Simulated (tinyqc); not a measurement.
Deep level with several charge states, and Shockley-Read-Hall recombination, step by step. Values are carried at full precision from step to step, so a last printed digit may differ when a step is redone from the rounded ones.

Energies from Ev. The defect has charge states +1, 0, -1 with weights 1, gm exp((EF - E1)/kT), exp((2 EF - E1 - E2)/kT); the shares are the weights over their sum. Boltzmann carriers: n = Nc exp((EF - Eg)/kT), p = Nv exp(-EF/kT). Neutrality: p - n + Nd + Nt <q> = 0.

Constants: kB = 8.617333262e-05 eV/K.

Parameters, chosen for this exercise (gap and densities of states near those of SiC at this temperature; the results hold for these values, not for the real material): Eg = 3.296 eV (gap); Nc = 1.4e+19 1/cm^3 (conduction-band density of states); Nv = 2.61e+19 1/cm^3 (valence-band density of states); T = 250 K; E1 = 1.533 eV (level (+1/0) above Ev); E2 = 2.035 eV (level (0/-1) above Ev); gm = 2 (degeneracy of the middle state, the others 1); Nt = 2.3e+14 1/cm^3 (defects); Nd = -4.4e+14 1/cm^3 (ionised shallow donors minus acceptors); E_try = 0.571 eV (trial Fermi level); Et = 1.533 eV (recombination level above Ev); sn = 3.2e-14 cm^2 (electron capture cross-section); sp_ = 5.9e-15 cm^2 (hole capture cross-section); vth = 13000000 cm/s (thermal velocity, both carriers); Nm = 2.3e+15 1/cm^3 (equilibrium holes for the lifetime steps); dn = 1.2e+12 1/cm^3 (excess pairs).

## Charge states at a trial Fermi level

Form the exponents, the shares, the mean charge and the residual of neutrality at EF = E_try.

exponents of the second and third weights: [-44.654, -112.610]

shares: +1 1.0000, 0 0.0000, -1 0.0000

<q> = 1.0000

n, p (1/cm^3): [1.63e-36, 8.05e+07]

residual = -2.10e+14 1/cm^3

The residual is negative, so EF must fall.

## The neutral state

Solve for EF.

EF = 0.2527 eV

shares at EF: +1 1.000, 0 0.000, -1 0.000

n = 6.25e-43 1/cm^3
p = 2.10e+14 1/cm^3

Without the defects the majority density would be 4.40e+14 1/cm^3; with them the density of these carriers is 2.10e+14, so they compensate part of the doping. Most defects are in the state +1.

## Recombination through one level

One level at Et with degeneracy 1: tn = 1/(sn vth Nt), tp = 1/(sp_ vth Nt), n1 = Nc exp((Et - Eg)/kT), p1 = Nv exp(-Et/kT), ni^2 = n1 p1. Equilibrium p0 = Nm, n0 = ni^2/Nm; n = n0 + dn, p = p0 + dn. U = (n p - ni^2)/(tp (n + n1) + tn (p + p1)), lifetime dn/U; emission rates en = sn vth n1, ep = sp_ vth p1.

Evaluate each quantity.

tn, tp (microsecond): [0.01045, 0.05669]

n1, p1 (1/cm^3): [4.03e-17, 3.26e-12]

U = 1.14e+20 1/(cm^3 s)
lifetime = 0.0105 microsecond

The lifetime is 1.003 times the minority capture time tn and 0.156 times tn + tp, the limit of high injection.

## Emission and generation in a depleted region

With n = p = 0 the level generates pairs at G = Nt en ep/(en + ep); generation lifetime tg = ni/G; current density e G W for a width W = 1 micrometre, e = 1.602176634e-19 C.

en, ep (1/s): [1.68e-23, 2.50e-19]

G = 3.86e-09 1/(cm^3 s)
tg = 2.97 microsecond
current density = 6.18e-32 A/cm^2

The slower step, electron emission, limits the rate: en/ep = 6.72e-05.

## Checks

- U against hole capture minus emission at the steady occupation of the level (1/(cm^3 s)): both 1.145e+20.

tinyqc: `OMP_NUM_THREADS=1 python tinyqc.py 1682261 1682262 out.jsonl`; about 0.01 s, one thread, shared Intel(R) Xeon(R) Processor @ 2.30GHz.
